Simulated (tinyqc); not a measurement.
Worked calculation: RHF in the 3-21g basis, for H3+, spin multiplicity 1. One step of it, computed by the program tinyqc.

Task: Iteration 4: DIIS coefficients. Solve [B -1; -1 0][c; lambda] = [0; -1] for the coefficients, which sum to one.

B (overlaps of the stored error matrices):
```
                1               2               3               4
1   2.2089049e-01   3.5542502e-02  -5.2923387e-05   5.8152627e-06
2   3.5542502e-02   5.7189853e-03  -8.5156480e-06   9.3570985e-07
3  -5.2923387e-05  -8.5156480e-06   1.2687583e-08  -1.3927434e-09
4   5.8152627e-06   9.3570985e-07  -1.3927434e-09   1.5314429e-10
```

Give: DIIS coefficients.

Result:

DIIS coefficients: 0.001  -0.009  -0.053  1.061
